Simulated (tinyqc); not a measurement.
Inside a calculation. Model: valence-band offset from core levels (Kraut method), with the dipole against the affinity rule.

tinyqc, about 0.01 s, one thread, Intel Xeon 2.30GHz (shared host): `OMP_NUM_THREADS=1 python tinyqc.py 2410086 2410087 out.jsonl` Printed values are rounded.

Binding energies are counted downwards from the Fermi level. dEv > 0 means that the valence edge of B lies below that of A, dEc > 0 that the conduction edge of B lies above that of A; dEc + dEv = EgB - EgA. The spectra are made-up values treated as data.

Parameters, values chosen for the exercise; gaps and affinities close to those of 4H silicon carbide (A) and zirconium oxide (B):
```
symbol,value,unit,meaning
EgA,3.22,eV,gap of the substrate A
EgB,5.91,eV,gap of the overlayer B
chiA,3.57,eV,electron affinity of A
chiB,2.51,eV,electron affinity of B
cA,66.2,eV,core level of bare A
cB,71.19,eV,core level of thick B
vB,4.31,eV,valence-band maximum of thick B
ei,3.4,,relative permittivity inside the dipole layer
dd,0.18,nm,thickness of the dipole layer
iA,66.01,eV,core level of A under a thin film of B
iB,68.69,eV,core level of B in that thin film
bg,66,,background counts in the gap
```

Constants: q = 1.602176634e-19 C, eps0 = 8.8541878128e-14 F/cm where lengths are in cm. Results are converted to the units shown.

## Valence-band maximum of bare A

```
point,binding energy (eV),counts on the leading edge
0,1.25,161
1,1.37,206
2,1.49,245
3,1.61,299
4,1.73,339
5,1.85,384
```

Fit a straight line to the leading edge by least squares; the maximum vA lies where it meets the background.

slope = 373.3333 counts/eV
intercept = -306.3333 counts
vA = 0.9973214 eV

## Offsets

dEv = (iB - iA) - (cB - vB) + (cA - vA), dEc = EgB - EgA - dEv.

cA - vA = 65.20268 eV
cB - vB = 66.88 eV
iB - iA = 2.68 eV
dEv = 1.002679 eV
dEc = 1.687321 eV

The alignment is type I (straddling). Both offsets exceed 1 eV, the usual requirement for a gate dielectric. A rigid shift of all levels, by charging or doping, cancels in the differences.

## Interface dipole

The affinity rule gives dEc(0) = chiA - chiB; the dipole step is D = dEc - dEc(0), and two sheets of opposite charge dd apart hold N = eps0 ei |D|/(q dd).

dEc(0) = 1.06 eV
D = 0.6273214 eV
N = 6.548395e13 cm^-2
field in the dipole layer = 34.85119 MV/cm

N is 0.094 elementary charges for each of about 7e14 surface atoms per cm^2.
